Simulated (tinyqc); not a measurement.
Worked calculation: two-sublattice mean-field magnet: ferrimagnet, compensation points and susceptibility. Computed by tinyqc, a small Python program that keeps every step. Command: `OMP_NUM_THREADS=1 python tinyqc.py 3031247 3031248 out.jsonl ferri walk`. One thread of a shared host (Intel(R) Xeon(R) Processor @ 2.30GHz), about 0.01 s of CPU time with the checks. Intermediate numbers are printed to about 6 digits and carried at full precision; extremes and crossings named in words are read from the listed rows.

A random alloy A(1-x)B(x) with H = -sum over pairs J S_i.S_j. a = <S_A> and b = <S_B> are taken along z, a > 0. Exchange fields: h_A = (1 - x) zJ_AA a + x zJ_AB b, h_B = (1 - x) zJ_AB a + x zJ_BB b; a = S_A B_(S_A)(S_A h_A/(k_B T)) and likewise for b, with the Brillouin function B_S(y) = [(2S + 1)/(2S)] coth[(2S + 1) y/(2S)] - [1/(2S)] coth[y/(2S)].

Inputs (values chosen for the exercise, for a model ferrimagnet):

| quantity | value | unit |
|---|---|---|
| spin S_A | 1 | - |
| spin S_B | 1.5 | - |
| g factor g_A | 2.1 | - |
| g factor g_B | 2 | - |
| fraction x of B sites | 0.26 | - |
| z J_AA | 56.2 | meV |
| z J_BB | 4.9 | meV |
| z J_AB | -16 | meV |
| T over T_c | 0.47 | - |
| largest number of steps | 3000 | - |

Constants: k_B = 8.617333262e-05 eV/K.

## Ordering temperature

Linearised, T (a, b) = M (a, b) with M_ij = S_i (S_i + 1) c_j zJ_ij/(3 k_B), c_A = 1 - x, c_B = x. T_c is the larger eigenvalue, and its eigenvector gives b/a at onset, (T_c - M_AA)/M_AB.

M (K):
```
          A        B
A   321.739  -32.183
B  -171.747   18.480
```

eigenvalues (K): 1.234  338.985

T_c = 338.985 K

b/a at onset = -0.535864

T = 159.323 K

The antiferromagnetic A-B coupling raises T_c by 17 K over that of A alone.

## First step

Start from a = S_A, b = -S_B and apply the equations once.

h_A = 47.828 meV

h_B = -13.751 meV

new a = 0.968419

new b = -0.993622

## Self-consistent moments

Repeat from a = S_A, b = -S_B until a and b change by less than 1e-10.

Iteration:

| step | a | b | largest change |
|---|---|---|---|
| 1 | 1.00000 | -1.50000 | 5.06378e-01 |
| 2 | 0.96842 | -0.99362 | 4.77289e-02 |
| 3 | 0.95919 | -0.94589 | 8.37319e-03 |
| 4 | 0.95736 | -0.93752 | 1.60387e-03 |
| 5 | 0.95701 | -0.93592 | 3.11913e-04 |
| 6 | 0.95694 | -0.93560 | 6.08347e-05 |
| ... | ... | ... | ... |
| 10 | 0.95692 | -0.93553 | 8.82595e-08 |
| 11 | 0.95692 | -0.93553 | 1.72259e-08 |
| 12 | 0.95692 | -0.93553 | 3.36204e-09 |
| 13 | 0.95692 | -0.93553 | 6.56182e-10 |
| 14 | 0.95692 | -0.93553 | 1.28070e-10 |
| 15 | 0.95692 | -0.93553 | 2.49958e-11 |

a = 0.956919

b = -0.935529

last change = 2.49958e-11

a is at 96 % and b at 62 % of saturation: the B spins feel the weaker field per spin and lose their order faster.

## Net moment and spin

Net moment m = (1 - x) g_A a + x g_B b in mu_B per site; net spin s = (1 - x) a + x b. At T = 0, a = S_A and b = -S_B. Effective g = m/s.

net moment m = 1.00058 mu_B

net spin s = 0.464882

m at T = 0 = 0.774 mu_B

effective g = 2.15232

A dominates at T, as at T = 0.

## Compensation temperatures

Net moment m = (1 - x) g_A a + x g_B b in mu_B per site; net spin s = (1 - x) a + x b. T_M: m = 0; T_A: s = 0; searched between 0.02 and 0.97 T_c, and given as 0 if there is no change of sign.

magnetic compensation T_M = 0 K

angular-momentum compensation T_A = 0 K

No compensation in this range.

## Moments against temperature

The formulas are those given above.

Sublattices:

| T/T_c | T (K) | a/S_A | -b/S_B | m (mu_B) |
|---|---|---|---|---|
| 0.05 | 16.949 | 1.00000 | 0.999946 | 0.77404 |
| 0.15 | 50.848 | 0.99998 | 0.969368 | 0.79786 |
| 0.30 | 101.695 | 0.99501 | 0.820171 | 0.90652 |
| 0.45 | 152.543 | 0.96401 | 0.645875 | 0.99429 |
| 0.60 | 203.391 | 0.88992 | 0.488433 | 1.00196 |
| 0.72 | 244.069 | 0.78813 | 0.374396 | 0.93272 |
| 0.84 | 284.747 | 0.62750 | 0.261638 | 0.77106 |
| 0.92 | 311.866 | 0.45822 | 0.176395 | 0.57448 |
| 0.97 | 328.815 | 0.28605 | 0.105032 | 0.36259 |

At 0.45 T_c A keeps 0.96 and B 0.65 of saturation. |m| first rises, to 1.002 at 0.6 T_c, because the minority sublattice falls faster (type P).

## Susceptibility above T_c

With a field B, T (a, b) = M (a, b) + (mu_B B/(3 k_B)) (g_A S_A (S_A + 1), g_B S_B (S_B + 1)). chi = m/B per site; C = mu_B [(1 - x) g_A^2 S_A (S_A + 1) + x g_B^2 S_B (S_B + 1)]/(3 k_B); the table gives C/chi, which tends to T - theta.

Inverse susceptibility:

| T (K) | C/chi (K) | T - C/chi (K) |
|---|---|---|
| 345.76 | 16.46 | 329.304 |
| 372.88 | 74.54 | 298.348 |
| 423.73 | 162.84 | 260.887 |
| 508.48 | 282.23 | 226.243 |
| 677.97 | 483.86 | 194.111 |
| 1016.95 | 846.92 | 170.035 |
| 1694.92 | 1540.20 | 154.724 |
| 3389.85 | 3244.89 | 144.955 |

T - C/chi sinks from 329 K just above T_c to 145 K at 10 T_c, on its way to the asymptotic theta. The curve of 1/chi is a hyperbola that bends down to zero at T_c = 339 K, so a Curie-Weiss line fitted at high T misses T_c.

Checks made by the program: the fixed point (relative difference below 1e-10).
